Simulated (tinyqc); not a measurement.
Composition and strain of an epitaxial Si(1-x)Ge(x) layer from Raman and X-ray peaks: one step, computed by the program tinyqc. Command: `OMP_NUM_THREADS=1 python tinyqc.py 3027115 3027116 out.jsonl epiraman walk`. One thread of a shared host (Intel(R) Xeon(R) Processor @ 2.30GHz), about 0.01 s of CPU time with the checks.

A (001) layer, biaxially strained in the plane. The Raman peaks follow empirical lines omega = w0 + c1 x + c3 x^3 + b eps (c3 for Si-Ge alone), with eps the in-plane strain.

Problem. Raman peaks. Insert x and eps in the three lines; the strain part is b eps.

Inputs (values chosen for the exercise, modelled on silicon-germanium): Ge fraction x = 0.19; Si-Si: w0 = 521.1 1/cm; Si-Si: c1 = -66.4 1/cm; Si-Si: strain coefficient b = -734 1/cm; Si-Ge: w0 = 399.8 1/cm; Si-Ge: c1 = 24.5 1/cm; Si-Ge: c3 = -31.4 1/cm; Si-Ge: strain coefficient b = -558 1/cm; Ge-Ge: w0 = 280.1 1/cm; Ge-Ge: c1 = 20.3 1/cm; Ge-Ge: strain coefficient b = -446 1/cm.

Substrate: germanium.

in-plane strain eps = 30.64473 per mille

Give: Si-Si peak; Si-Ge peak; Ge-Ge peak; strain parts.

Solution.

Si-Si peak = 486.0 1/cm

Si-Ge peak = 387.1 1/cm

Ge-Ge peak = 270.3 1/cm

strain parts (1/cm): Si-Si -22.49, Si-Ge -17.10, Ge-Ge -13.67

Read as unstrained, the Si-Si peak would give x = 0.529 in place of 0.19. Caution: strains above 2 % survive only in layers a few nanometres thick, and the linear relations lose accuracy. Caution: near either end one of the like-atom peaks is weak, since its intensity follows the number of such bonds.
